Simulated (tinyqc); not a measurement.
Worked calculation: tight binding, honeycomb lattice. One step of it, computed by the program tinyqc.

Problem. Levels at k. Diagonalise the Hermitian matrix.

H(k) at k (eV):
```
                     A                    B
A             1.949118  -1.128049-0.849246i
B  -1.128049+0.849246i            -1.832959
```

Give: eigenvalues; weights |c|^2 of the basis functions.

Solution.

eigenvalues (eV): -2.3019  2.4181

weights |c|^2 of the basis functions:
```
   band 1  band 2
A  0.0994  0.9006
B  0.9006  0.0994
```
